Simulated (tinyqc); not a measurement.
Surface potential of a MOS transistor: implicit equation and explicit approximations: two steps of the calculation.

p-type body, charge-sheet picture, depletion and inversion only, full ionisation (an idealisation for deep acceptors), Boltzmann statistics (rough once Na exp(x - xn) passes about Nc/7). In units of Vt: xg = (Vg - Vfb)/Vt, x = psi/Vt, G = gamma/sqrt(Vt), xn = (2 phiF + Vc)/Vt. The implicit equation is (xg - x)^2 = G^2 [x - 1 + exp(x - xn)] for x above about 3. Cox = eps0 eox/tox.

Values chosen for this exercise; band and dielectric values close to those of 4H silicon carbide: temperature T = 350 K; relative permittivity of the gate insulator (close to hafnium oxide) eox = 21.9; insulator thickness tox = 9.6 nm; channel-body voltage Vc = 0.2 V.

Constants: q = 1.602176634e-19 C, kB = 1.380649e-23 J/K, Vt = kB T/q, eps0 = 8.8541878128e-14 F/cm where lengths are in cm. Results are converted to the units shown.

Task 1. Explicit approximation. Depletion value a = 1 + [sqrt(G^2/4 + xg - 1) - G/2]^2; inversion value b = xn + ln[(xg - xn)^2/G^2 - xn + 1] and first guess y = min(a, b) - ln(1 + exp(-|a - b|)) if a > xn + 1, else b = y = a; one second-order correction with D = exp(y - xn), p = 2 (xg - y) + G^2 (1 + D), w = (xg - y)^2 - G^2 (y - 1 + D): z = y + 2 w/(p + sqrt(p^2 - 2 (2 - G^2 D) w)), or the Newton step z = y + w/p where the root is not real.

G = 0.14916473
xn = 100.99397
xg = 104.77222

Wanted: a; b; y; p; w; z.

Result 1.

a = 103.3
b = 107.3
y = 103.2
p = 3.286
w = -0.1574
z = 103.2

The root of the implicit equation is x = 103.199; y misses it by 0.047 and z by -1.1e-6, in units of Vt.

Task 2. Potential, charges and gate control. psi = Vt x; N_dep = Cox Vt G sqrt(x - 1)/q; N_inv = (Cox Vt G/q) [sqrt(x - 1 + exp(x - xn)) - sqrt(x - 1)]; dpsi/dVg = 1/[1 + G^2 (1 + exp(x - xn))/(2 (xg - x))].

converged x = 103.19878
G = 0.14916473
xn = 100.99397
xg = 104.77222

Wanted: psi; N_dep; N_inv; dpsi/dVg.

Result 2.

psi = 3.1125 V
N_dep = 5.7338e11 cm^-2
N_inv = 2.4899e10 cm^-2
dpsi/dVg = 0.93354

psi lies 2.2 Vt above 2 phiF + Vc.

Numbers from tinyqc (`OMP_NUM_THREADS=1 python tinyqc.py 2122009 2122010 out.jsonl`; about 0.01 s on one thread of a shared Intel Xeon 2.30GHz).
